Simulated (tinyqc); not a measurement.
Heavy and light holes: cyclotron masses of warped hole bands.

Values chosen for the exercise (near those of Si; the results hold for these values, not for the real material): g1 = 4.24 (Luttinger gamma1); g2 = 0.34 (gamma2); g3 = 1.44 (gamma3); ths = (0, 15, 30, 45, 60, 75, 90) degrees (angles).

E = c k^2 f(n) with f = g1 -/+ 2 sqrt(g2^2 + 3 (g3^2 - g2^2)(nx^2 ny^2 + ny^2 nz^2 + nz^2 nx^2)). For the orbit through k = 0 perpendicular to b = (sin(theta)/sqrt2, sin(theta)/sqrt2, cos(theta)), mc is the mean of 1/f over the directions n in that plane (180 evenly spaced angles). Quantum effects of the lowest levels are left out.

Cyclotron masses (m0):
```
theta (degrees)   heavy   light
0                0.4245  0.1694
15               0.4536  0.1635
30               0.5197  0.1545
45               0.5719  0.1490
60               0.5787  0.1483
75               0.5654  0.1519
90               0.5569  0.1557
```

The heavy mass varies by 36 % over the table, with its largest listed value at 60 degrees ([111] lies at 54.7) and its smallest at 0; the light mass varies by 14.2 %. The warping term enters both with the same size, but it is set against a small inverse mass in one and a large one in the other (along [111], g1 - 2 g3 = 1.36 and g1 + 2 g3 = 7.12).

tinyqc: `OMP_NUM_THREADS=1 python tinyqc.py 1250184 1250185 out.jsonl`; about 0.01 s, one thread, shared Intel(R) Xeon(R) Processor @ 2.30GHz.
